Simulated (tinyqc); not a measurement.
# One-diode model of a solar cell: two studies

J is the current delivered and Vj = V + J Rs the junction voltage. J = X JL - J01 (exp(Vj/(n1 Vt)) - 1) - Vj/Rp. The photocurrent does not depend on voltage.

Values chosen for this exercise; values of the order met in cells of germanium:
- T = 298.15 K (temperature)
- JL = 43.5 mA/cm^2 (photocurrent at one sun)
- X = 1 suns (concentration)
- J01 = 0.00061 A/cm^2 (saturation current of the diode)
- n1 = 1.69 (ideality factor of the diode)
- Rs = 0 ohm cm^2 (series resistance)
- Rp = 200 ohm cm^2 (shunt resistance)
- Pin = 100 mW/cm^2 (incident power at one sun)

Constants: q = 1.602176634e-19 C, kB = 1.380649e-23 J/K, Vt = kB T/q. Results are converted to the units shown.

Each table varies one quantity; the others keep the values above.

## Effect of the shunt resistance

Jsc at V = 0, Voc at J = 0, the maximum power point where J (1 + 2 Rs G) = G Vj with G = -dJ/dVj; FF = Vmp Jmp/(Voc Jsc); efficiency Vmp Jmp/(X Pin). Empirical fill factor without parasitics FF0 = (v - ln(v + 0.72))/(v + 1), v = Voc/(n1 Vt).

The same in every row: Jsc (mA/cm^2) = 43.50.

Result of one run:

| Rp (ohm cm^2) | Voc (V) | Vmp (V) | Jmp (mA/cm^2) | FF | efficiency (%) | FF0 |
|---|---|---|---|---|---|---|
| 1e5 | 0.1859 | 0.1266 | 32.85 | 0.5143 | 4.158 | 0.5058 |

What becomes of these results when the shunt resistance Rp is changed from 1e5 to 100 ohm cm^2, all else the same?

Result of the changed run:

| Rp (ohm cm^2) | Voc (V) | Vmp (V) | Jmp (mA/cm^2) | FF | efficiency (%) | FF0 |
|---|---|---|---|---|---|---|
| 100 | 0.1840 | 0.1246 | 32.11 | 0.4998 | 4.001 | 0.5035 |

The whole series:

| Rp (ohm cm^2) | Voc (V) | Vmp (V) | Jmp (mA/cm^2) | FF | efficiency (%) | FF0 |
|---|---|---|---|---|---|---|
| 30 | 0.1796 | 0.1197 | 30.50 | 0.4676 | 3.652 | 0.4976 |
| 100 | 0.1840 | 0.1246 | 32.11 | 0.4998 | 4.001 | 0.5035 |
| 300 | 0.1853 | 0.1259 | 32.60 | 0.5094 | 4.105 | 0.5051 |
| 1000 | 0.1857 | 0.1264 | 32.77 | 0.5128 | 4.143 | 0.5056 |
| 3000 | 0.1858 | 0.1265 | 32.82 | 0.5138 | 4.153 | 0.5058 |
| 10000 | 0.1859 | 0.1266 | 32.84 | 0.5142 | 4.157 | 0.5058 |
| 30000 | 0.1859 | 0.1266 | 32.84 | 0.5143 | 4.158 | 0.5058 |
| 1e5 | 0.1859 | 0.1266 | 32.85 | 0.5143 | 4.158 | 0.5058 |

As Rp goes from 30 to 1e5, Voc rises from 0.180 to 0.186 V, FF rises from 0.468 to 0.514 and the efficiency rises from 3.65 to 4.16 %. Voc changes by 0.00817 mV a decade between the last two rows and 8.57 mV between the first two. In every row v is below 10, outside the range of the formula for FF0.

## Effect of the series resistance

Same model as above.

The same in every row: Voc (V) = 0.18496; FF0 = 0.50466.

Effect of the series resistance:

| Rs (ohm cm^2) | Jsc (mA/cm^2) | Vmp (V) | Jmp (mA/cm^2) | FF | efficiency (%) |
|---|---|---|---|---|---|
| 0 | 43.500 | 0.12561 | 32.474 | 0.50698 | 4.0791 |
| 0.05 | 43.458 | 0.12467 | 32.299 | 0.50095 | 4.0267 |
| 0.11 | 43.405 | 0.12356 | 32.085 | 0.49381 | 3.9645 |
| 0.25 | 43.273 | 0.12108 | 31.571 | 0.47760 | 3.8226 |
| 0.55 | 42.941 | 0.11626 | 30.401 | 0.44500 | 3.5344 |
| 1.2 | 41.916 | 0.10811 | 27.622 | 0.38517 | 2.9861 |
| 2.7 | 37.374 | 0.098584 | 21.224 | 0.30268 | 2.0923 |
| 6 | 24.741 | 0.093925 | 12.676 | 0.26017 | 1.1906 |

As Rs goes from 0 to 6, Voc stays at 0.185 V, FF falls from 0.507 to 0.260 and the efficiency falls from 4.08 to 1.19 %. Voc does not depend on Rs, since no current flows through it at open circuit; between the first two rows FF drops by 1.01 times rs = Rs Jsc/Voc in relative terms. In every row v is below 10, outside the range of the formula for FF0. For Rs = 2.7, 6 Rs Jsc exceeds half of Voc, so the series resistance shapes the curve and drives FF towards the 1/4 of a resistor.

Program tinyqc, `OMP_NUM_THREADS=1 python tinyqc.py 2280105 2280106 out.jsonl`; Intel Xeon 2.30GHz, shared host, one thread, about 0.01 s.
